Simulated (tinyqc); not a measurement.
Hubbard chain of 4 sites, step by step. Computed by tinyqc, a small Python program that keeps every step. Settings: hopping = 1.08, U = 2.1, mixing = 0.5, iteration cap = 65. Command: `OMP_NUM_THREADS=1 python tinyqc.py 29823 29824 out.jsonl` (the two numbers bound the seeds that draw the settings). One thread of a shared host (Intel(R) Xeon(R) Processor @ 2.60GHz), about 0.2 s of CPU time with the checks. Later iterations appear only in the table of the cycle.

## Mean-field iteration 1

one-body matrix (hopping and site energies) (eV), order 1, 2, 3, 4:
```
[[-0.930000, -1.080000, 0.000000, 0.000000],
 [-1.080000, 0.500000, -1.080000, 0.000000],
 [0.000000, -1.080000, 0.960000, -1.080000],
 [0.000000, 0.000000, -1.080000, 0.510000]]
```

U = 2.100000 eV

electrons, up and down: [2, 2]

mixing = 0.500000

n(up) at the start (a guess, not normalised): [0.950000, 0.050000, 0.950000, 0.050000]

n(down) at the start (a guess): [0.050000, 0.950000, 0.050000, 0.950000]

H(up) = T + U n(down), H(down) = T + U n(up); fill the lowest levels; n(new) = n + mixing (n(out) - n); E = tr T (rho up + rho down) + U sum n_up n_down of the output.

levels, up (eV): [-1.201407, 0.213429, 2.650027, 3.577950]

levels, down (eV): [-0.568575, 0.293855, 1.759062, 3.755659]

energy = -1.833745 eV

n(up) after iteration 1: [0.943370, 0.112417, 0.840276, 0.103937]

n(down) after iteration 1: [0.202450, 0.785141, 0.110187, 0.902222]

## Mean-field iteration 2

As before.

levels, up (eV): [-0.974636, 0.289455, 2.470221, 3.454960]

levels, down (eV): [-0.515288, 0.367165, 1.776890, 3.611233]

energy = -1.903756 eV

n(up) after iteration 2: [0.930082, 0.164881, 0.766858, 0.138179]

n(down) after iteration 2: [0.295501, 0.687864, 0.155113, 0.861521]

## Mean-field iteration 3

As before.

levels, up (eV): [-0.854300, 0.347982, 2.350632, 3.395687]

levels, down (eV): [-0.477411, 0.406920, 1.785042, 3.525448]

energy = -1.943556 eV

n(up) after iteration 3: [0.915162, 0.206571, 0.715809, 0.162458]

n(down) after iteration 3: [0.358694, 0.625036, 0.189288, 0.826981]

## Convergence

Each step fills the lowest levels of T + U n(other spin) and sets n(new) = n + mixing (n(out) - n); stop when output and input agree to 1e-8.

Course of the cycle:
```
iteration       E (eV)  largest |n(out) - n(in)|  mean |n_up - n_down|
1          -1.83374476                  3.30e-01              0.571008
2          -1.90375554                  1.95e-01              0.510821
3          -1.94355583                  1.26e-01              0.459826
4          -1.96762735                  9.30e-02              0.417499
5          -1.98293820                  7.18e-02              0.382429
6          -1.99308694                  5.72e-02              0.353159
7          -2.00005822                  4.64e-02              0.328472
8          -2.00499972                  3.82e-02              0.307416
9          -2.00860119                  3.19e-02              0.289264
10         -2.01129147                  2.69e-02              0.273461
11         -2.01334554                  2.29e-02              0.259577
...                ...                       ...                   ...
55         -2.02353736                  2.30e-03              0.091985
56         -2.02355490                  2.24e-03              0.090695
57         -2.02357158                  2.18e-03              0.089436
58         -2.02358745                  2.13e-03              0.088209
59         -2.02360257                  2.08e-03              0.087011
60         -2.02361699                  2.03e-03              0.085841
61         -2.02363073                  1.98e-03              0.084698
62         -2.02364386                  1.94e-03              0.083581
63         -2.02365641                  1.89e-03              0.082489
64         -2.02366840                  1.85e-03              0.081421
65         -2.02367988                  1.81e-03              0.080377
```

Not converged within 65 iterations: the residual falls steadily but slowly, by a factor of about 0.98 a step. The lowest mean-field energy found from random starts is -2.02368 eV. Reruns (cap 100 unless said): mixing 0.2: not converged; mixing 0.9: not converged; the original settings with a cap of 400: not converged.

## Exact diagonalisation (36 states)

Lowest levels of the sector, and the double occupancy of the lowest state.

lowest levels (eV): [-2.348045, -1.437105, -0.638426, -0.572792, -0.152747, 0.073142]

double occupancy per site = 0.183276

## The lowest level by Lanczos steps

From a random start vector (not printed): a_j = <q_j|H|q_j>, b_j = norm of the remainder after orthogonalising; the Ritz value is the lowest eigenvalue of the tridiagonal matrix of a and b so far.

Lanczos:
```
j   a_j (eV)  b_j (eV)  lowest Ritz value (eV)
1   2.541373  3.109785              2.54137339
2   3.040619  3.436790             -0.32879128
3   2.781267  2.734466             -1.78326166
4   3.887538  2.735121             -2.17805465
5   4.200567  2.852092             -2.27774680
6   3.539193  3.131403             -2.31194005
7   3.426442  2.906028             -2.33302074
8   4.090316  2.219529             -2.34490895
9   4.131302  1.961275             -2.34756296
10  2.955896  1.625669             -2.34798296
```
